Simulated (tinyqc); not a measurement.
Inside a calculation. Model: long-channel MOSFET, surface-potential model.

Numbers from tinyqc (`OMP_NUM_THREADS=1 python tinyqc.py 2360129 2360130 out.jsonl`; about 0.06 s on one thread of a shared Intel Xeon 2.30GHz). Printed values are rounded.

n-channel transistor on a uniformly doped p-type body, gradual-channel approximation, constant mobility, Boltzmann statistics, full ionisation. Potentials are counted from the neutral body; V is the electron quasi-Fermi potential, Vsb at the source and Vsb + Vds at the drain. Charges are magnitudes per area.

Values chosen for this exercise; material values close to those of gallium arsenide:
```
symbol,value,unit,meaning
T,273,K,temperature
Eg,1.44,eV,band gap
eps_r,12.7,,relative permittivity of the semiconductor
Nc,3.89e17,cm^-3,conduction-band density of states at T
Nv,7.73e18,cm^-3,valence-band density of states at T
Na,9.4e16,cm^-3,acceptor density of the body
eox,7.76,,relative permittivity of the gate insulator
tox,8.4,nm,insulator thickness
Vfb,-1.08,V,flat-band voltage
mu,580,cm^2/(V s),channel mobility
W,5,um,gate width
L,1,um,gate length
Vsb,1,V,source-body reverse bias
Vgs,0.76,V,gate-source voltage
Vds,2,V,drain-source voltage
```

Constants: q = 1.602176634e-19 C, kB = 1.380649e-23 J/K, Vt = kB T/q, eps0 = 8.8541878128e-14 F/cm where lengths are in cm. Results are converted to the units shown.

Range of the model: The surface electron density at the source passes 0.3 Nc, where degeneracy, left out here, matters.

## Body potential, insulator capacitance and body factor

ni = sqrt(Nc Nv) exp(-Eg/(2 Vt)), Eg in volts; phiF = Vt ln(Na/ni); Cox = eps0 eox/tox; gamma = sqrt(2 q eps0 eps_r Na)/Cox. VT = Vfb + 2 phiF + gamma sqrt(2 phiF + Vsb), m = 1 + gamma/(2 sqrt(2 phiF + Vsb)).

ni = 88581.26 cm^-3
phiF = 0.6514254 V
Cox = 0.8179583 uF/cm^2
gamma = 0.2249983 V^0.5
VT = 0.5642890 V
m = 1.074134

## Iteration 1: surface potential at the source by Newton steps

psi at the start (the root without inversion charge) = 2.486860 V

With V = Vsb: G = psi - Vt + Vt e, e = exp((psi - 2 phiF - Vsb)/Vt); f = Vgs + Vsb - Vfb - psi - gamma sqrt(G); f' = -1 - gamma (1 + e)/(2 sqrt(G)); psi(new) = psi - f/f'.

G = 61.14177 V
f = -1.406194 V
f' = -36.90023
psi after iteration 1 = 2.448752 V

## Iteration 2: surface potential at the source by Newton steps

As before.

G = 14.03911 V
f = -0.4517935 V
f' = -15.85252
psi after iteration 2 = 2.420252 V

## Course of the iteration: surface potential at the source by Newton steps

Stop when psi changes by less than 1e-10 V, or after 40 iterations.

Course of the iteration:

| iteration | psi (V) | \|change\| (V) |
|---|---|---|
| 1 | 2.448752 | 0.0381 |
| 2 | 2.420252 | 0.0285 |
| 3 | 2.404432 | 0.0158 |
| 4 | 2.400092 | 4.34e-3 |
| 5 | 2.399823 | 2.69e-4 |
| 6 | 2.399822 | 9.58e-7 |
| 7 | 2.399822 | 1.21e-11 |

Converged in 7 iterations. At the end the number of correct digits about doubles with each step.

## Charges and current of the charge-sheet model

psi_0 = 2.399822 V
psi_L = 2.486865 V

psi_0 and psi_L solve Vgs + Vsb - Vfb - psi = gamma sqrt(G) at V = Vsb and Vsb + Vds. Qi = Cox gamma [sqrt(G) - sqrt(psi - Vt)], G = psi - Vt + Vt exp((psi - 2 phiF - V)/Vt), at both ends. With U = Vgs + Vsb - Vfb: drift = mu (W/L) Cox [U (psi_L - psi_0) - (psi_L^2 - psi_0^2)/2 - (2/3) gamma ((psi_L - Vt)^1.5 - (psi_0 - Vt)^1.5)]; diffusion = mu (W/L) Vt (Qi0 - QiL).

Qi0 = 76.34675 nC/cm^2
QiL = 4.123151e-34 nC/cm^2
drift current = 9.633953 uA
diffusion current = 5.208637 uA
drain current = 14.84259 uA

Drift carries 64.9 % of the current. The drain end is pinched off: its charge is under 1 % of that at the source.

## Inversion charge along the channel

| point | V (V) |
|---|---|
| 0 | 1 |
| 1 | 1.25 |
| 2 | 1.5 |
| 3 | 1.75 |
| 4 | 2 |
| 5 | 2.25 |
| 6 | 2.5 |
| 7 | 2.75 |
| 8 | 3 |

The surface potential psi at channel potential V solves Vgs + Vsb - Vfb - psi = gamma sqrt(G), G = psi - Vt + Vt exp((psi - 2 phiF - V)/Vt). Charge sheet: Qi = Cox gamma [sqrt(G) - sqrt(psi - Vt)]. Pao-Sah: Qi = (Cox gamma/2) integral from 3 Vt to psi of exp((u - 2 phiF - V)/Vt)/sqrt(G(u, V)) du.

| point | psi (V) | Qi, charge sheet (nC/cm^2) | Qi, Pao-Sah (nC/cm^2) |
|---|---|---|---|
| 0 | 2.399822 | 76.34675 | 76.70689 |
| 1 | 2.486770 | 0.08311799 | 0.08352070 |
| 2 | 2.486865 | 2.024501e-6 | 2.034310e-6 |
| 3 | 2.486865 | 4.910624e-11 | 4.934416e-11 |
| 4 | 2.486865 | 1.191119e-15 | 1.196890e-15 |
| 5 | 2.486865 | 2.889174e-20 | 2.903172e-20 |
| 6 | 2.486865 | 7.007969e-25 | 7.041924e-25 |
| 7 | 2.486865 | 1.699850e-29 | 1.708086e-29 |
| 8 | 2.486865 | 4.123151e-34 | 4.143128e-34 |

At the source the charge-sheet charge is 0.47 % below the Pao-Sah one.

## Pao-Sah current by Simpson's rule

I = mu (W/L) integral of Qi dV; Simpson's rule on the 9 points, step Vds/8, weights 1, 4, 2, ..., 4, 1 times step/3.

Pao-Sah current = 18.61824 uA

Gauss-Legendre quadrature on many points gives 15.19 uA, so this value is 23 % above it; the charge-sheet current, 14.84 uA, is 2.3 % below it.
